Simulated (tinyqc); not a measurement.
Magnetoresistance against angle.

Conductance G = G0 (1 + P1 P2 cos(phi)) at low bias, phi the angle between the magnetisations, normalised to Rp = RA/area at phi = 0.

Values chosen for this exercise:
```
symbol  value      unit                                   meaning
Dm         46        nm                                  diameter
P1       0.56            spin polarisation of the reference layer
P2       0.75                 spin polarisation of the free layer
RA        7.3  ohm um^2   resistance-area product, parallel state
```

Results:
```
phi (degree)	R (kohm)	R/Rp - 1 (%)	share of the full TMR (%)
0	4.3926	0	0
20	4.4723	1.8161	1.2540
45	4.8092	9.4847	6.5490
90	6.2374	42.000	29.000
110	7.2837	65.820	45.447
135	8.8724	101.99	70.420
160	10.304	134.58	92.926
180	10.754	144.83	100.00
```

Estimate the missing row, phi = 70 degree.

Computed row:
```
phi (degree)	R (kohm)	R/Rp - 1 (%)	share of the full TMR (%)
70	5.4540	24.164	16.685
```

With this row back in the table: R rises from 4.39 to 10.8 kohm, TMR0 = 145 %. It is the conductance that follows cos(phi), so at 90 degrees R has covered only (1 - P1 P2)/2 = 29.0 % of its range.

tinyqc, about 0.01 s, one thread, Intel Xeon 2.30GHz (shared host): `OMP_NUM_THREADS=1 python tinyqc.py 2450132 2450133 out.jsonl`
